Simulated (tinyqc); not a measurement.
Polarity, charge and susceptibility across compounds: bond-orbital model of a tetrahedral semiconductor (Harrison's universal couplings).

Hybrid level eh = (es + 3 ep)/4; metallic energy V1 = (ep - es)/4 for each atom; covalent energy V2 = 3.22 hbar^2/(m d^2); polar energy V3 = (ehc - eha)/2; hbar^2/m = 2c, c = hbar^2/2m0. Polarity ap = V3/sqrt(V2^2 + V3^2), covalency ac = V2/sqrt(V2^2 + V3^2). p-p coupling at Gamma Exx = (4/3)(2.22 - 2 x 0.63) hbar^2/(m d^2) = 1.28 hbar^2/(m d^2), s-s coupling Ess = 4 x 1.32 hbar^2/(m d^2).

Constants: hbar^2/2m0 = 3.80998211 eV angstrom^2; e^2/(4 pi eps0) = 14.39964547 eV angstrom.

Compounds, values chosen for the exercise (eV, angstrom):
```
name             esc     epc     esa     epa     d  Z
GaSb-like     -11.64   -5.63  -15.81   -8.11  2.66  5
InSb-like     -10.05   -5.38   -15.8   -8.26  2.82  5
Ge-like        -15.1   -7.38   -15.1   -7.38  2.43  4
GaAs-like     -11.51   -5.73  -18.71      -9  2.46  5
diamond-like  -19.17  -11.05  -19.17  -11.05  1.54  4
AlAs-like      -10.6   -5.76  -19.19   -9.02  2.44  5
```

Z* = 4 ap - (Z - 4). Bond-orbital susceptibility: eps = 1 + gamma^2 pi N e^2 d^2 V2^2/(3 (V2^2 + V3^2)^(3/2)) with N = 8 electrons per cell of volume 16 d^3/(3 sqrt3), e^2 = e^2/(4 pi eps0) and gamma = 1 (no scale factor, so all values come out low).

Series:
```
name          V2 (eV)  V3 (eV)     ap     Z*   eps
GaSb-like       3.468    1.451  0.386  0.544  4.33
InSb-like       3.085    1.799  0.504  1.015  3.90
Ge-like         4.155    0.000  0.000  0.000  4.88
GaAs-like       4.055    2.126  0.464  0.858  3.73
diamond-like   10.346    0.000  0.000  0.000  3.46
AlAs-like       4.121    2.296  0.487  0.947  3.60
```

How do the results move, and what explains it?

The most polar is InSb-like (ap = 0.50) and the least Ge-like and diamond-like. eps - 1 goes as ac^3/(d V2), that is as d ac^3: the largest value, 4.88, is that of Ge-like and the smallest that of diamond-like; long and covalent bonds polarise most; the scale factor, held fixed here, grows down the periodic table and changes the order of real crystals. Short bonds raise V2 as 1/d^2 and so lower the polarity for a given V3.

Program tinyqc; command `OMP_NUM_THREADS=1 python tinyqc.py 1481914 1481915 out.jsonl`; about 0.01 s on one thread of a shared Intel(R) Xeon(R) Processor @ 2.30GHz.
